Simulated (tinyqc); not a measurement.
Hubbard ring of 6 sites, step by step. Computed by tinyqc, a small Python program that keeps every step. Settings: hopping = 1.72, U = 2.5, mixing = 1, iteration cap = 59. Command: `OMP_NUM_THREADS=1 python tinyqc.py 21140 21141 out.jsonl` (the two numbers bound the seeds that draw the settings). One thread of a shared host (Intel(R) Xeon(R) Processor @ 2.60GHz), about 0.3 s of CPU time with the checks. Later iterations appear only in the table of the cycle.

## Mean-field iteration 1

one-body matrix (hopping and site energies) (eV), lower triangle:
```
           1          2          3          4          5          6
1  -0.560000
2  -1.720000  -0.700000
3   0.000000  -1.720000   0.240000
4   0.000000   0.000000  -1.720000  -0.860000
5   0.000000   0.000000   0.000000  -1.720000   0.020000
6  -1.720000   0.000000   0.000000   0.000000  -1.720000  -0.650000
```

U = 2.500000 eV

electrons, up and down: 3  3

mixing = 1

n(up) at the start (a guess, not normalised): 1 0.500000, 2 0.500000, 3 0.500000, 4 0.500000, 5 0.500000, 6 0.500000

n(down) at the start (a guess): 1 0.500000, 2 0.500000, 3 0.500000, 4 0.500000, 5 0.500000, 6 0.500000

H(up) = T + U n(down), H(down) = T + U n(up); fill the lowest levels; n(new) = n + mixing (n(out) - n); E = tr T (rho up + rho down) + U sum n_up n_down of the output.

levels, up (eV): -2.638155  -1.056414  -0.785080  2.414127  2.748637  4.306886

levels, down (eV): -2.638155  -1.056414  -0.785080  2.414127  2.748637  4.306886

energy = -12.611150 eV

n(up) after iteration 1: 1 0.477232, 2 0.569263, 3 0.386256, 4 0.596598, 5 0.410344, 6 0.560306

n(down) after iteration 1: 1 0.477232, 2 0.569263, 3 0.386256, 4 0.596598, 5 0.410344, 6 0.560306

## Mean-field iteration 2

As before.

levels, up (eV): -2.619777  -0.992072  -0.796243  2.448469  2.665707  4.283917

levels, down (eV): -2.619777  -0.992072  -0.796243  2.448469  2.665707  4.283917

energy = -12.634032 eV

n(up) after iteration 2: 1 0.506832, 2 0.527447, 3 0.440588, 4 0.544518, 5 0.458812, 6 0.521803

n(down) after iteration 2: 1 0.506832, 2 0.527447, 3 0.440588, 4 0.544518, 5 0.458812, 6 0.521803

## Mean-field iteration 3

As before.

levels, up (eV): -2.626771  -1.014720  -0.798763  2.440894  2.696721  4.292639

levels, down (eV): -2.626771  -1.014720  -0.798763  2.440894  2.696721  4.292639

energy = -12.641368 eV

n(up) after iteration 3: 1 0.484654, 2 0.552763, 3 0.411788, 4 0.573448, 5 0.431337, 6 0.546009

n(down) after iteration 3: 1 0.484654, 2 0.552763, 3 0.411788, 4 0.573448, 5 0.431337, 6 0.546009

## Convergence

Each step fills the lowest levels of T + U n(other spin) and sets n(new) = n + mixing (n(out) - n); stop when output and input agree to 1e-8.

Course of the cycle:
```
iteration        E (eV)  largest |n(out) - n(in)|  mean |n_up - n_down|
1          -12.61114974                  1.14e-01              0.000000
2          -12.63403198                  5.43e-02              0.000000
3          -12.64136788                  2.89e-02              0.000000
4          -12.64385303                  1.64e-02              0.000000
5          -12.64472057                  9.43e-03              0.000000
6          -12.64502361                  5.49e-03              0.000000
7          -12.64512997                  3.28e-03              0.000000
8          -12.64516724                  1.95e-03              0.000000
9          -12.64518033                  1.16e-03              0.000000
10         -12.64518492                  6.89e-04              0.000000
11         -12.64518653                  4.08e-04              0.000000
...                 ...                       ...                   ...
22         -12.64518740                  1.29e-06              0.000000
23         -12.64518740                  7.62e-07              0.000000
24         -12.64518740                  4.51e-07              0.000000
25         -12.64518740                  2.67e-07              0.000000
26         -12.64518740                  1.58e-07              0.000000
27         -12.64518740                  9.38e-08              0.000000
28         -12.64518740                  5.55e-08              0.000000
29         -12.64518740                  3.29e-08              0.000000
30         -12.64518740                  1.95e-08              0.000000
31         -12.64518740                  1.15e-08              0.000000
32         -12.64518740                  6.83e-09              0.000000
```

local moments n_up - n_down: 1 0.000000, 2 0.000000, 3 0.000000, 4 0.000000, 5 0.000000, 6 0.000000

Converged in 32 iterations. Before convergence this energy mixes input and output and is not variational, so it may rise towards its limit.

## Exact diagonalisation (400 states)

Lowest levels of the sector, and the double occupancy of the lowest state.

lowest levels (eV): -13.002354  -10.386157  -10.033021  -9.952844  -9.896045  -9.300324

double occupancy per site = 0.204290

The mean-field solution above lies 0.3572 eV above the exact energy.

## The lowest level by Lanczos steps

From a random start vector (not printed): a_j = <q_j|H|q_j>, b_j = norm of the remainder after orthogonalising; the Ritz value is the lowest eigenvalue of the tridiagonal matrix of a and b so far.

Lanczos:
```
j    a_j (eV)  b_j (eV)  lowest Ritz value (eV)
1   -2.175315  7.344653             -2.17531521
2   -3.458109  6.894751            -10.18931824
3    0.452767  5.947416            -12.41808049
4    1.212453  5.500022            -12.88500568
5    1.805430  5.860017            -12.97464807
6    2.160484  6.773527            -12.99424400
7    3.970576  7.202593            -12.99965714
8    2.765575  7.186684            -13.00143395
9    2.966700  6.309509            -13.00209894
10   2.355082  5.826558            -13.00228984
```
